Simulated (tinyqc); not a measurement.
Inside a calculation (part 2 of 2). Method: UHF in the 3-21g basis, for H3+, spin multiplicity 1. Computed by tinyqc, a small Python program that keeps every step (integrals from PySCF). Command: `OMP_NUM_THREADS=1 python tinyqc.py 23622 23623 out.jsonl` (the two numbers bound the seeds that draw the settings). One thread of a shared host (Intel(R) Xeon(R) Processor @ 2.60GHz), about 0.1 s of CPU time with the checks.

Geometry (angstrom):

| atom | x | y | z |
|---|---|---|---|
| H | 0.00000 | 0.00000 | 0.00000 |
| H | 0.00000 | 0.00000 | 1.32700 |
| H | 0.00000 | 1.15000 | 0.66400 |

## Iteration 2: diagonalisation and new density

F(alpha) (hartree):
```
          1H 1s     1H 2s     2H 1s     2H 2s     3H 1s     3H 2s
1H 1s  -0.04736  -0.53247  -0.22080  -0.35602  -0.24970  -0.37360
1H 2s  -0.53247  -0.57566  -0.37254  -0.51374  -0.42920  -0.54669
2H 1s  -0.22080  -0.37254  -0.11159  -0.58006  -0.26579  -0.40018
2H 2s  -0.35602  -0.51374  -0.58006  -0.61276  -0.43929  -0.56279
3H 1s  -0.24970  -0.42920  -0.26579  -0.43929  -0.25752  -0.69582
3H 2s  -0.37360  -0.54669  -0.40018  -0.56279  -0.69582  -0.69921
```

F(beta) (hartree):
```
          1H 1s     1H 2s     2H 1s     2H 2s     3H 1s     3H 2s
1H 1s  -0.23003  -0.67319  -0.27482  -0.43752  -0.23659  -0.41363
1H 2s  -0.67319  -0.68286  -0.42177  -0.57152  -0.35736  -0.53272
2H 1s  -0.27482  -0.42177  -0.17169  -0.62643  -0.22549  -0.39121
2H 2s  -0.43752  -0.57152  -0.62643  -0.64815  -0.35064  -0.51976
3H 1s  -0.23659  -0.35736  -0.22549  -0.35064  -0.01484  -0.50911
3H 2s  -0.41363  -0.53272  -0.39121  -0.51976  -0.50911  -0.55724
```

X:
```
          1H 1s     1H 2s     2H 1s     2H 2s     3H 1s     3H 2s
1H 1s   1.24738  -0.49926   0.03553   0.01101   0.03554   0.01108
1H 2s  -0.49926   1.53697   0.01103  -0.31755   0.01106  -0.31697
2H 1s   0.03553   0.01103   1.24739  -0.49928   0.03553   0.01107
2H 2s   0.01101  -0.31755  -0.49928   1.53720   0.01102  -0.31729
3H 1s   0.03554   0.01106   0.03553   0.01102   1.24738  -0.49924
3H 2s   0.01108  -0.31697   0.01107  -0.31729  -0.49924   1.53676
```

D(alpha) after iteration 1:
```
         1H 1s    1H 2s    2H 1s    2H 2s    3H 1s    3H 2s
1H 1s  0.02818  0.02727  0.03411  0.03743  0.04982  0.06312
1H 2s  0.02727  0.02711  0.03298  0.03688  0.04820  0.06165
2H 1s  0.03411  0.03298  0.04129  0.04528  0.06030  0.07637
2H 2s  0.03743  0.03688  0.04528  0.05032  0.06615  0.08435
3H 1s  0.04982  0.04820  0.06030  0.06615  0.08805  0.11155
3H 2s  0.06312  0.06165  0.07637  0.08435  0.11155  0.14181
```

D(beta) after iteration 1:
```
         1H 1s    1H 2s    2H 1s    2H 2s    3H 1s    3H 2s
1H 1s  0.07711  0.09585  0.06649  0.07860  0.04201  0.03696
1H 2s  0.09585  0.11968  0.08264  0.09825  0.05225  0.04659
2H 1s  0.06649  0.08264  0.05734  0.06776  0.03622  0.03185
2H 2s  0.07860  0.09825  0.06776  0.08068  0.04285  0.03835
3H 1s  0.04201  0.05225  0.03622  0.04285  0.02289  0.02017
3H 2s  0.03696  0.04659  0.03185  0.03835  0.02017  0.01852
```

overlap S:
```
         1H 1s    1H 2s    2H 1s    2H 2s    3H 1s    3H 2s
1H 1s  1.00000  0.64590  0.06299  0.24963  0.06275  0.24929
1H 2s  0.64590  1.00000  0.24963  0.56215  0.24929  0.56169
2H 1s  0.06299  0.24963  1.00000  0.64590  0.06288  0.24947
2H 2s  0.24963  0.56215  0.64590  1.00000  0.24947  0.56194
3H 1s  0.06275  0.24929  0.06288  0.24947  1.00000  0.64590
3H 2s  0.24929  0.56169  0.24947  0.56194  0.64590  1.00000
```

Diagonalise F' = X^T F X, C = X C', fill 1 alpha and 1 beta electrons from the bottom; D(s) = C_occ C_occ^T; the new density keeps 0.2 of the old one (damping). Each column has its largest component positive (the first on a tie).

F' = X^T F X (alpha) (hartree):
```
          1         2         3         4         5         6
1   0.42126  -0.58127  -0.02896  -0.09621  -0.04208  -0.10586
2  -0.58127  -0.00411  -0.10181  -0.13839  -0.12459  -0.15408
3  -0.02896  -0.10181   0.36890  -0.60221  -0.05083  -0.11755
4  -0.09621  -0.13839  -0.60221  -0.02582  -0.13073  -0.16258
5  -0.04208  -0.12459  -0.05083  -0.13073   0.25926  -0.66449
6  -0.10586  -0.15408  -0.11755  -0.16258  -0.66449  -0.07199
```

orbital energies (alpha) (hartree): MO1 -0.94384, MO2 -0.28306, MO3 -0.23845, MO4 0.75945, MO5 0.78836, MO6 0.86504

coefficients C (alpha):
```
           MO1       MO2       MO3       MO4       MO5       MO6
1H 1s  0.16561  -0.09954   0.24544   0.24362   0.83136   0.97975
1H 2s  0.18785  -0.32511   0.94302  -0.35723  -1.04459  -0.75102
2H 1s  0.19501  -0.20214  -0.18131   0.52705  -0.93634   0.73604
2H 2s  0.23795  -0.66668  -0.69995  -0.70123   1.05030  -0.47767
3H 1s  0.27431   0.25973  -0.04503  -1.12650  -0.25912   0.57192
3H 2s  0.36582   0.86207  -0.17373   1.32319   0.25166  -0.30155
```

F' = X^T F X (beta) (hartree):
```
          1         2         3         4         5         6
1   0.27885  -0.65098  -0.05598  -0.13177  -0.03554  -0.11738
2  -0.65098  -0.06370  -0.12646  -0.16728  -0.09841  -0.14702
3  -0.05598  -0.12646   0.32209  -0.62516  -0.03071  -0.10851
4  -0.13177  -0.16728  -0.62516  -0.04544  -0.09480  -0.14098
5  -0.03554  -0.09841  -0.03071  -0.09480   0.44860  -0.57191
6  -0.11738  -0.14702  -0.10851  -0.14098  -0.57191   0.00711
```

orbital energies (beta) (hartree): MO1 -0.94435, MO2 -0.28814, MO3 -0.23312, MO4 0.75742, MO5 0.78576, MO6 0.86993

coefficients C (beta):
```
           MO1       MO2       MO3       MO4       MO5       MO6
1H 1s  0.25804   0.25220  -0.09134  -1.00041   0.61191   0.54242
1H 2s  0.33996   0.82317  -0.35939   1.20066  -0.61084  -0.27574
2H 1s  0.22557  -0.23993  -0.12988   0.77428   0.86072   0.58511
2H 2s  0.28801  -0.78154  -0.51162  -0.97005  -0.90280  -0.32012
3H 1s  0.15202  -0.02985   0.25806   0.07565  -0.72555   1.08868
3H 2s  0.16375  -0.09499   1.00734  -0.11819   0.98442  -0.88241
```

D(alpha) after iteration 2:
```
         1H 1s    1H 2s    2H 1s    2H 2s    3H 1s    3H 2s
1H 1s  0.02758  0.03034  0.03266  0.03901  0.04631  0.06109
1H 2s  0.03034  0.03365  0.03590  0.04314  0.05086  0.06731
2H 1s  0.03266  0.03590  0.03868  0.04618  0.05485  0.07234
2H 2s  0.03901  0.04314  0.04618  0.05536  0.06545  0.08651
3H 1s  0.04631  0.05086  0.05485  0.06545  0.07780  0.10259
3H 2s  0.06109  0.06731  0.07234  0.08651  0.10259  0.13542
```

D(beta) after iteration 2:
```
         1H 1s    1H 2s    2H 1s    2H 2s    3H 1s    3H 2s
1H 1s  0.06869  0.08935  0.05986  0.07517  0.03978  0.04119
1H 2s  0.08935  0.11639  0.07788  0.09798  0.05179  0.05385
2H 1s  0.05986  0.07788  0.05217  0.06552  0.03468  0.03592
2H 2s  0.07517  0.09798  0.06552  0.08250  0.04360  0.04540
3H 1s  0.03978  0.05179  0.03468  0.04360  0.02307  0.02395
3H 2s  0.04119  0.05385  0.03592  0.04540  0.02395  0.02516
```

## Iteration 69 (converged): orbitals

converged F(alpha) (hartree):
```
          1H 1s     1H 2s     2H 1s     2H 2s     3H 1s     3H 2s
1H 1s  -0.14103  -0.60717  -0.24846  -0.40081  -0.24801  -0.40049
1H 2s  -0.60717  -0.63939  -0.40084  -0.55171  -0.40048  -0.55142
2H 1s  -0.24846  -0.40084  -0.14109  -0.60728  -0.24826  -0.40070
2H 2s  -0.40081  -0.55171  -0.60728  -0.63952  -0.40065  -0.55158
3H 1s  -0.24801  -0.40048  -0.24826  -0.40065  -0.14103  -0.60712
3H 2s  -0.40049  -0.55142  -0.40070  -0.55158  -0.60712  -0.63931
```

converged F(beta) (hartree):
```
          1H 1s     1H 2s     2H 1s     2H 2s     3H 1s     3H 2s
1H 1s  -0.14106  -0.60720  -0.24847  -0.40083  -0.24801  -0.40050
1H 2s  -0.60720  -0.63941  -0.40086  -0.55172  -0.40046  -0.55142
2H 1s  -0.24847  -0.40086  -0.14110  -0.60729  -0.24825  -0.40070
2H 2s  -0.40083  -0.55172  -0.60729  -0.63953  -0.40063  -0.55157
3H 1s  -0.24801  -0.40046  -0.24825  -0.40063  -0.14098  -0.60708
3H 2s  -0.40050  -0.55142  -0.40070  -0.55157  -0.60708  -0.63928
```

Diagonalise F' = X^T F X, C = X C', fill 1 alpha and 1 beta electrons from the bottom; D(s) = C_occ C_occ^T. Each column has its largest component positive (the first on a tie).

F' = X^T F X (alpha) (hartree):
```
          1         2         3         4         5         6
1   0.34910  -0.61572  -0.04105  -0.11476  -0.04075  -0.11463
2  -0.61572  -0.03923  -0.11474  -0.15602  -0.11464  -0.15595
3  -0.04105  -0.11474   0.34910  -0.61578  -0.04092  -0.11469
4  -0.11476  -0.15602  -0.61578  -0.03920  -0.11471  -0.15599
5  -0.04075  -0.11464  -0.04092  -0.11471   0.34905  -0.61570
6  -0.11463  -0.15595  -0.11469  -0.15599  -0.61570  -0.03927
```

orbital energies (alpha) (hartree): MO1 -0.94189, MO2 -0.26611, MO3 -0.26581, MO4 0.77260, MO5 0.77280, MO6 0.85796

coefficients C (alpha):
```
           MO1       MO2       MO3       MO4       MO5       MO6
1H 1s  0.21026  -0.19226  -0.18886   0.74103   0.72858   0.78178
1H 2s  0.26921  -0.67740  -0.66638  -0.89132  -0.87653  -0.52433
2H 1s  0.21034  -0.06749   0.26086   0.26035  -1.00609   0.78178
2H 2s  0.26927  -0.23775   0.92026  -0.31317   1.21038  -0.52443
3H 1s  0.21022   0.25976  -0.07202  -1.00154   0.27754   0.78167
3H 2s  0.26920   0.91536  -0.25415   1.20463  -0.33390  -0.52410
```

F' = X^T F X (beta) (hartree):
```
          1         2         3         4         5         6
1   0.34907  -0.61574  -0.04106  -0.11476  -0.04075  -0.11463
2  -0.61574  -0.03924  -0.11475  -0.15603  -0.11464  -0.15595
3  -0.04106  -0.11475   0.34909  -0.61578  -0.04091  -0.11469
4  -0.11476  -0.15603  -0.61578  -0.03920  -0.11471  -0.15599
5  -0.04075  -0.11464  -0.04091  -0.11471   0.34909  -0.61568
6  -0.11463  -0.15595  -0.11469  -0.15599  -0.61568  -0.03925
```

orbital energies (beta) (hartree): MO1 -0.94189, MO2 -0.26610, MO3 -0.26582, MO4 0.77261, MO5 0.77279, MO6 0.85796

coefficients C (beta):
```
           MO1       MO2       MO3       MO4       MO5       MO6
1H 1s  0.21028  -0.19723  -0.18367   0.76001   0.70885   0.78170
1H 2s  0.26924  -0.69492  -0.64806  -0.91412  -0.85280  -0.52423
2H 1s  0.21034  -0.06049   0.26258   0.23390  -1.01259   0.78175
2H 2s  0.26928  -0.21309   0.92627  -0.28130   1.21820  -0.52440
3H 1s  0.21019   0.25774  -0.07892  -0.99381   0.30377   0.78178
3H 2s  0.26915   0.90828  -0.27849   1.19537  -0.36545  -0.52423
```

D(alpha) after iteration 69:
```
         1H 1s    1H 2s    2H 1s    2H 2s    3H 1s    3H 2s
1H 1s  0.04421  0.05660  0.04422  0.05662  0.04420  0.05660
1H 2s  0.05660  0.07247  0.05662  0.07249  0.05659  0.07247
2H 1s  0.04422  0.05662  0.04424  0.05664  0.04422  0.05662
2H 2s  0.05662  0.07249  0.05664  0.07251  0.05661  0.07249
3H 1s  0.04420  0.05659  0.04422  0.05661  0.04419  0.05659
3H 2s  0.05660  0.07247  0.05662  0.07249  0.05659  0.07247
```

D(beta) after iteration 69:
```
         1H 1s    1H 2s    2H 1s    2H 2s    3H 1s    3H 2s
1H 1s  0.04422  0.05661  0.04423  0.05662  0.04420  0.05660
1H 2s  0.05661  0.07249  0.05663  0.07250  0.05659  0.07247
2H 1s  0.04423  0.05663  0.04424  0.05664  0.04421  0.05661
2H 2s  0.05662  0.07250  0.05664  0.07251  0.05660  0.07248
3H 1s  0.04420  0.05659  0.04421  0.05660  0.04418  0.05657
3H 2s  0.05660  0.07247  0.05661  0.07248  0.05657  0.07244
```

## Convergence

Stop when the energy changes by less than 1e-10 hartree and every element of the error matrix X^T (F D S - S D F) X (for each spin) is below 3e-06.

Course of the cycle:

| iteration | E (hartree) | change | largest element of the error matrix |
|---|---|---|---|
| 1 | -1.1670425 | - | 3.35e-02 |
| 2 | -1.1752134 | -8.17e-03 | 1.64e-02 |
| 3 | -1.1784763 | -3.26e-03 | 9.98e-03 |
| 4 | -1.1801195 | -1.64e-03 | 7.19e-03 |
| 5 | -1.1811534 | -1.03e-03 | 5.74e-03 |
| 6 | -1.1818816 | -7.28e-04 | 4.81e-03 |
| 7 | -1.1824183 | -5.37e-04 | 4.13e-03 |
| 8 | -1.1828215 | -4.03e-04 | 3.58e-03 |
| 9 | -1.1831273 | -3.06e-04 | 3.12e-03 |
| 10 | -1.1833608 | -2.33e-04 | 2.73e-03 |
| 11 | -1.1835398 | -1.79e-04 | 2.40e-03 |
| 12 | -1.1836775 | -1.38e-04 | 2.11e-03 |
| 13 | -1.1837837 | -1.06e-04 | 1.85e-03 |
| 14 | -1.1838658 | -8.21e-05 | 1.63e-03 |
| ... | ... | ... | ... |
| 56 | -1.1841494 | -2.10e-09 | 8.26e-06 |
| 57 | -1.1841494 | -1.63e-09 | 7.28e-06 |
| 58 | -1.1841494 | -1.27e-09 | 6.42e-06 |
| 59 | -1.1841494 | -9.88e-10 | 5.66e-06 |
| 60 | -1.1841494 | -7.69e-10 | 5.00e-06 |
| 61 | -1.1841494 | -5.98e-10 | 4.41e-06 |
| 62 | -1.1841494 | -4.65e-10 | 3.89e-06 |
| 63 | -1.1841494 | -3.62e-10 | 3.43e-06 |
| 64 | -1.1841494 | -2.81e-10 | 3.02e-06 |
| 65 | -1.1841494 | -2.19e-10 | 2.67e-06 |
| 66 | -1.1841494 | -1.70e-10 | 2.35e-06 |
| 67 | -1.1841494 | -1.32e-10 | 2.07e-06 |
| 68 | -1.1841494 | -1.03e-10 | 1.83e-06 |
| 69 | -1.1841494 | -8.01e-11 | 1.61e-06 |

PySCF UHF in the same basis, after a stability check = -1.1841494 hartree

Converged in 69 iterations.

## Populations, bond orders and dipole

Mulliken: Z minus the diagonal of D S on the atom; Loewdin: the same with S^(1/2) D S^(1/2); Mayer order: 2 sum_s sum (D(s) S)_ij (D(s) S)_ji over the two atoms.

Charges (e):

| atom | Mulliken | Loewdin | Mulliken spin |
|---|---|---|---|
| 1H | 0.33335 | 0.33335 | -4.93e-05 |
| 2H | 0.33302 | 0.33303 | -1.62e-05 |
| 3H | 0.33363 | 0.33362 | 0.00007 |

Mayer bond orders:

| pair | order |
|---|---|
| 2-1 | 0.44464 |
| 3-1 | 0.44424 |
| 3-2 | 0.44445 |

dipole moment about the origin, x y z (debye): 0.00000  1.84289  3.18667

<S^2> of the determinant (pure state: 0) = 3.77e-09
